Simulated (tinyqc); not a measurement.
# Depletion depth for a wanted scale length

Problem. A single-gate structure has eps_r tan(pi ti/Lambda) + ei tan(pi ts/Lambda) = 0 for its lowest mode, with both thicknesses below Lambda. Find ts.

Inputs (values chosen for the exercise); permittivities: semiconductor close to that of In0.53Ga0.47As, insulator close to that of silicon nitride:
```
symbol,value,unit,meaning
eps_r,13.7,,relative permittivity of the semiconductor
ei,7.4,,relative permittivity of the insulator
ti,2.8,nm,insulator thickness
```

Lambda = 23.710627 nm

Solution. The condition is explicit in ts: an arctangent, taken between 0 and pi.

ts = 19.0 nm

Numbers from tinyqc (`OMP_NUM_THREADS=1 python tinyqc.py 2420034 2420035 out.jsonl`; about 0.01 s on one thread of a shared Intel Xeon 2.30GHz).
